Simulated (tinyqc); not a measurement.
Magnetoresistance against angle.

Conductance G = G0 (1 + P1 P2 cos(phi)) at low bias, phi the angle between the magnetisations, normalised to Rp = RA/area at phi = 0.

Inputs (values chosen for the exercise): diameter Dm = 56 nm; spin polarisation of the reference layer P1 = 0.64; spin polarisation of the free layer P2 = 0.52; resistance-area product, parallel state RA = 9 ohm um^2.

Result of one run:

| phi (degree) | R (kohm) | R/Rp - 1 (%) | share of the full TMR (%) |
|---|---|---|---|
| 160 | 7.0862 | 93.927 | 94.152 |

What becomes of these results when the angle phi is changed from 160 to 20 degree, all else the same?

Result of the changed run:

| phi (degree) | R (kohm) | R/Rp - 1 (%) | share of the full TMR (%) |
|---|---|---|---|
| 20 | 3.7099 | 1.5289 | 1.5326 |

The whole series:

| phi (degree) | R (kohm) | R/Rp - 1 (%) | share of the full TMR (%) |
|---|---|---|---|
| 0 | 3.6541 | 0 | 0 |
| 20 | 3.7099 | 1.5289 | 1.5326 |
| 45 | 3.9424 | 7.8906 | 7.9096 |
| 70 | 4.3725 | 19.660 | 19.707 |
| 90 | 4.8701 | 33.280 | 33.360 |
| 110 | 5.4957 | 50.399 | 50.520 |
| 135 | 6.3689 | 74.296 | 74.475 |
| 160 | 7.0862 | 93.927 | 94.152 |
| 180 | 7.2994 | 99.760 | 100.00 |

R rises from 3.65 to 7.30 kohm, TMR0 = 99.8 %. It is the conductance that follows cos(phi), so at 90 degrees R has covered only (1 - P1 P2)/2 = 33.4 % of its range.

Computed by the program tinyqc: `OMP_NUM_THREADS=1 python tinyqc.py 2450116 2450117 out.jsonl`, one thread of a shared Intel Xeon 2.30GHz, about 0.01 s for the whole run.
